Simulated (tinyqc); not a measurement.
MOSFET in the linear regime without short-channel effects, parameter extraction from computed curves: two steps of the calculation.

Inversion charge Q = Cox n Vt W0(exp((Vg - VT)/(n Vt))), W0 the Lambert function and n = nf; u = Q/Cox; mobility mu = mu0/(1 + th1 u + th2 u^2); channel resistance Rch = (L - dL)/(W mu Q); Id = Vd/(Rch + Rsd/W). Cox = eps0 eox/tox. Small Vd, no channel-length or drain effects.

Values chosen for this exercise; channel values of the order met in silicon transistors:
- T = 300 K (temperature)
- eox = 3.9 (relative permittivity of the gate insulator (close to silicon dioxide))
- tox = 5.5 nm (insulator thickness)
- mu0 = 200 cm^2/(V s) (low-field mobility)
- th1 = 0.17 1/V (first mobility attenuation factor)
- th2 = 0 1/V^2 (second mobility attenuation factor)
- VT = 0.65 V (threshold voltage)
- nf = 1.41 (body factor)
- W = 10 um (gate width)
- L = 0.65 um (drawn gate length)
- dL = 0.016 um (drawn less effective length)
- Rsd = 120 ohm um (source plus drain resistance)
- Vd = 0.05 V (drain voltage)

Constants: q = 1.602176634e-19 C, kB = 1.380649e-23 J/K, Vt = kB T/q, eps0 = 8.8541878128e-14 F/cm where lengths are in cm. Results are converted to the units shown.

Question 1. Transfer curve. u, mu, Rch and Id as defined.

Vg, point 0 to 9 (V): 0.49  0.57  0.65  0.73  0.81  0.89  0.97  1.05  1.13  1.21

Find: u; mu; Rch; Id.

Answer 1.

```
point	u (V)	mu (cm^2/(V s))	Rch (ohm)	Id (uA)
0	4.4678e-4	199.98	1.1302e6	0.044240
1	0.0036713	199.88	1.3761e5	0.36331
2	0.020673	199.30	24509	2.0391
3	0.061145	197.94	8343.3	5.9842
4	0.11737	196.09	4387.5	11.365
5	0.18149	194.01	2867.9	17.362
6	0.24984	191.85	2106.8	23.599
7	0.32073	189.66	1660.1	29.903
8	0.39330	187.47	1369.6	36.190
9	0.46703	185.29	1166.9	42.412
```

Question 2. The Y function. Y_i = Id_i/sqrt(gm_i). For Id = beta Vd x/(1 + th x), x = Vg - VT, Y = sqrt(beta Vd) x whatever th. Slope s from points 5 and 8; VT_Y = Vg - Y/s at point 8; beta = s^2/Vd; mobility beta L/(W Cox) with the drawn L; th* = (beta Vd x/Id - 1)/x at point 8.

```
point	Vg (V)	Id (uA)
0	0.49	0.044239978
1	0.57	0.36330787
2	0.65	2.0390658
3	0.73	5.9842025
4	0.81	11.364948
5	0.89	17.361969
6	0.97	23.598667
7	1.05	29.903283
8	1.13	36.189798
9	1.21	42.411697
```

gm, point 1 to 8 (uS): 12.467661  35.130591  58.286763  71.111040  76.460742  78.383215  78.694571  78.177587

Give: Y; s; VT_Y; beta; mobility from Y; th*.

Answer 2.

Y, point 1 to 8 (uA^0.5 V^0.5): 0.10289  0.34402  0.78383  1.3477  1.9855  2.6655  3.3709  4.0930
s = 8.7812 uA^0.5 V^-0.5
VT_Y = 0.66389 V
beta = 1542.2 uA/V^2
mobility from Y = 159.66 cm^2/(V s)
th* = -0.014708 1/V

The mobility from Y is 22 % below mu0 L/(L - dL) = 205 cm^2/(V s), which it should reach in deep inversion when th2 = 0.

Program tinyqc, `OMP_NUM_THREADS=1 python tinyqc.py 2210091 2210092 out.jsonl`; Intel Xeon 2.30GHz, shared host, one thread, about 0.02 s.
